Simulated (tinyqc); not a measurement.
Six-transistor SRAM cell, nodal equations and margins: one step of the calculation.

Two cross-coupled inverters (pull-down bn, pull-up bp) hold the nodes Q and QB; access transistors (ba, threshold VTn, gate on the word line at Vdd when selected) join them to the bit lines. Transistor (EKV form, voltages against the body): I = 2 n b Vt^2 [F(vp - Vs) - F(vp - Vd)] from drain to source, F(v) = ln^2(1 + exp(v/(2 Vt))), vp = (Vg - VT + sg |Vd - Vs|)/n. n-channel bodies are at 0; for the p-channel device all voltages are counted down from Vdd. b in uA/V^2 gives I in uA. For an access transistor the bit line is the drain and the node the source. In a read both bit lines are at Vdd. The cell is symmetric (no mismatch).

Problem. Node voltages in a read by Newton steps. F1 = In(gate QB, drain Q) - Ip(gate QB, drain Q) - Ia(bit line, Q), F2 the same with Q and QB exchanged; J by central differences with +/- 1e-6 V; solve J d = -F, limit each component to +/- 0.15 V and add.

Parameters, values chosen for the exercise: temperature T = 250 K; supply voltage Vdd = 0.5 V; slope factor n = 1.36; drain-induced barrier lowering sg = 0.037; n-channel threshold VTn = 0.25 V; p-channel threshold (magnitude) VTp = 0.36 V; gain factor of the pull-down transistor bn = 540 uA/V^2; gain factor of the access transistor ba = 220 uA/V^2; gain factor of the pull-up transistor bp = 160 uA/V^2.

Constants: q = 1.602176634e-19 C, kB = 1.380649e-23 J/K, Vt = kB T/q. Results are converted to the units shown.

(Q, QB) after iteration 1 (V): Q 0.20264431, QB 0.19448418

Wanted: F1, F2; J; (Q, QB) after iteration 2.

Solution.

F1, F2 (uA): -0.03202  -0.03426

J (uS):
```
        Q     QB
F1  3.472  3.464
F2  3.886  4.436
```

(Q, QB) after iteration 2 (V): Q 0.2147, QB 0.1917

Computed by the program tinyqc: `OMP_NUM_THREADS=1 python tinyqc.py 2340066 2340067 out.jsonl`, one thread of a shared Intel Xeon 2.30GHz, about 0.1 s for the whole run.
